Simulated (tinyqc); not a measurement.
Worked calculation: thermal stress, cracking, delamination and buckling of a thin film; Griffith cracks and misfitting inclusions. Computed by tinyqc, a small Python program that keeps every step. Command: `OMP_NUM_THREADS=1 python tinyqc.py 3005179 3005180 out.jsonl filmcrack walk`. One thread of a shared host (Intel(R) Xeon(R) Processor @ 2.30GHz), about 0.01 s of CPU time with the checks. Intermediate numbers are printed to about 6 digits and carried at full precision; extremes and crossings named in words are read from the listed rows.

Isotropic linear elasticity; the substrate is much thicker than the film; stress is positive in tension.

Inputs (values chosen for the exercise, modelled on a copper film on silicon):

| quantity | value | unit |
|---|---|---|
| film Young's modulus E | 121 | GPa |
| film Poisson ratio nu | 0.33 | - |
| film expansion alpha_f | 16 | 1e-6/K |
| substrate expansion alpha_s | 3 | 1e-6/K |
| deposition temperature T_d | 550 | K |
| final temperature T | 300 | K |
| intrinsic stress | -25 | MPa |
| film thickness h | 0.062 | micrometre |
| film toughness Gamma_f | 3.49 | J/m^2 |
| interface toughness Gamma_i | 1.6 | J/m^2 |
| substrate Young's modulus E_s | 154 | GPa |
| substrate Poisson ratio nu_s | 0.21 | - |
| flaw half length a | 0.095 | micrometre |
| substrate surface energy gamma_s | 1.8 | J/m^2 |
| inclusion radius R | 2.9 | micrometre |

Inclusion: sphere.

## Stress in the film

Thermal strain = (alpha_f - alpha_s)(T_d - T); stress = E/(1 - nu) x strain + intrinsic stress; plane-strain modulus Ebar = E/(1 - nu^2); G0 = stress^2 h/(2 Ebar) is the energy freed per area when a long strip loses its stress across its width.

thermal strain = 0.00325

film stress = 561.940 MPa

Ebar = 135.787 GPa

G0 = 0.0720913 J/m^2

The film ends in tension; the thermal part is 587 MPa. Caution: at a stress above 0.4 % of E a ductile film would yield, and the elastic value is then an upper bound; a brittle film in tension cracks instead.

## Elastic mismatch

Dundurs alpha = (Ebar - Ebar_s)/(Ebar + Ebar_s), with Ebar_s = E_s/(1 - nu_s^2). The channel-crack factor is taken as g = 1.258 (1 - alpha)^(-0.7), a rough interpolation chosen for the exercise (1.258 is the value for matched materials).

Dundurs alpha = -0.0852751

factor g = 1.18796

The stiffer substrate holds the crack faces and lowers the driving force.

## Channel cracks and edge delamination

Channel crack through the film: G = pi g G0, critical thickness where G = Gamma_f. Steady delamination from an edge: G = G0, critical thickness where G = Gamma_i.

driving force for channelling = 0.269052 J/m^2

critical thickness for channelling = 0.804232 micrometre

critical thickness for delamination = 1.37603 micrometre

As the film thickens, channel cracking comes first. At h the film is safe against both. Caution: plastic flow makes a ductile metal film far tougher than the brittle value used here.

## Griffith crack in the substrate

Through crack of length 2a in plane strain: K_Ic = sqrt(2 gamma_s E_s/(1 - nu_s^2)); fracture stress = K_Ic/sqrt(pi a). An edge crack of depth a has K larger by 1.1215.

toughness K_Ic = 0.761562 MPa m^0.5

fracture stress, inner crack = 1394.02 MPa

fracture stress, edge crack = 1242.99 MPa

The inner crack lowers the strength to 9.1 % of the ideal E_s/10.

## A misfitting inclusion

Film material fills a sphere of radius R in the substrate, with the misfit e = thermal strain (it wants to shrink if e > 0). Radial stress at the wall s0 = e/[(1 - 2 nu)/E + (1 + nu_s)/(2 E_s)]; inside it is uniform and hydrostatic; outside s_rr = s0 (R/r)^3, s_tt = -s_rr/2. Keep-out radius: where |s_rr| falls to 10 MPa (R if it is lower at the wall).

radial stress at the wall s0 = 482.304 MPa

mean stress inside = 482.304 MPa

keep-out radius = 10.5561 micrometre

The stress does not depend on R; its reach scales with R. Hydrostatic tension inside drives voids to form.

## Film, cylinder and sphere at the same misfit

Thermal misfit e alone, mean stress = trace/3 and largest difference of principal stresses inside. Film: E e/(1 - nu) in two directions, 0 in the third. Cylinder: s0 = (1 + nu) e/[(1 + nu)(1 - 2 nu)/E + (1 + nu_s)/E_s] twice and s_zz = E e + 2 nu s0. Sphere: e/[(1 - 2 nu)/E + (1 + nu_s)/(2 E_s)] three times.

Stresses inside (MPa):

| shape | s1 | s2 | s3 | mean | largest difference |
|---|---|---|---|---|---|
| film | 586.940 | 586.940 | 0.000 | 391.294 | 586.940 |
| cylinder | 372.811 | 372.811 | 639.306 | 461.643 | 266.494 |
| sphere | 482.304 | 482.304 | 482.304 | 482.304 | 0.000 |

The mean stress in size is 391 MPa in the film, 462 in the cylinder and 482 in the sphere, while the largest difference, twice the largest shear stress, goes from 587 through 266 to 0. In a ductile solid shear can relax by slip and hydrostatic stress cannot, so a confined metal builds up the triaxial stress that opens voids.

Checks made by the program: fracture stress against the maximum of 4 a gamma - pi a^2 s^2/Ebar (relative difference 3e-09).
